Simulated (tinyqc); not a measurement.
## Capacitances against the space between lines

Endless row of lines of width wl, height tl and space sl between grounded planes at distance hd; e2 fills the gaps beside the lines, e1 the rest. Laplace's equation is solved on meshes of 3, 6 and 12 steps per unit u and extrapolated (Aitken), which is good to about 0.2 %. C_even (all lines at 1 V) is the capacitance Cg to the planes; C_odd (neighbours in antiphase) = Cg + 4 Cc if only nearest neighbours couple, which defines Cc; total with quiet neighbours Cg + 2 Cc. Plate values 2 eps0 e1 wl/hd and eps0 e2 tl/sl.

Values chosen for this exercise:

| symbol | value | unit | meaning |
|---|---|---|---|
| e1 | 4.2 |  | relative permittivity above and below the lines |
| e2 | 7 |  | relative permittivity between the lines |
| wl | 6 | u | line width, in units u |
| tl | 8 | u | line height |
| hd | 4 | u | distance to each plane |

Constants: eps0 = 8.8541878128e-12 F/m. Results are converted to the units shown.

The same in every row: plate Cg (aF/um) = 112.

Result of one run:

| sl (u) | Cg (aF/um) | Cc (aF/um) | Cg + 2 Cc (aF/um) | C_odd (aF/um) | plate Cc (aF/um) | share of coupling, 2 Cc/(Cg + 2 Cc) (%) |
|---|---|---|---|---|---|---|
| 24 | 301 | 3.63 | 308 | 316 | 20.7 | 2.35 |

What becomes of these results when the space between lines sl is changed from 24 to 8 u, all else the same?

Result of the changed run:

| sl (u) | Cg (aF/um) | Cc (aF/um) | Cg + 2 Cc (aF/um) | C_odd (aF/um) | plate Cc (aF/um) | share of coupling, 2 Cc/(Cg + 2 Cc) (%) |
|---|---|---|---|---|---|---|
| 8 | 228 | 54.4 | 337 | 445 | 62.0 | 32.3 |

The whole series:

| sl (u) | Cg (aF/um) | Cc (aF/um) | Cg + 2 Cc (aF/um) | C_odd (aF/um) | plate Cc (aF/um) | share of coupling, 2 Cc/(Cg + 2 Cc) (%) |
|---|---|---|---|---|---|---|
| 2 | 147 | 272 | 690 | 1.23e3 | 248 | 78.8 |
| 4 | 178 | 132 | 441 | 705 | 124 | 59.7 |
| 6 | 205 | 81.2 | 367 | 529 | 82.6 | 44.2 |
| 8 | 228 | 54.4 | 337 | 445 | 62.0 | 32.3 |
| 12 | 262 | 26.7 | 315 | 369 | 41.3 | 16.9 |
| 16 | 283 | 13.6 | 310 | 337 | 31.0 | 8.79 |
| 24 | 301 | 3.63 | 308 | 316 | 20.7 | 2.35 |

As sl goes from 2 to 24, Cg rises from 147 to 301 aF/um, Cc falls from 272 to 3.63 aF/um and the share of coupling falls from 78.8 to 2.35 %. Cg is 1.31 times its plate value in the first row and 2.70 times in the last; for Cc the ratios are 1.10 and 0.176. Neighbours in antiphase raise the load by a factor of 1.79 and 1.02 over quiet ones.

Computed by the program tinyqc: `OMP_NUM_THREADS=1 python tinyqc.py 2790210 2790211 out.jsonl`, one thread of a shared Intel Xeon 2.30GHz, about 0.7 s for the whole run.
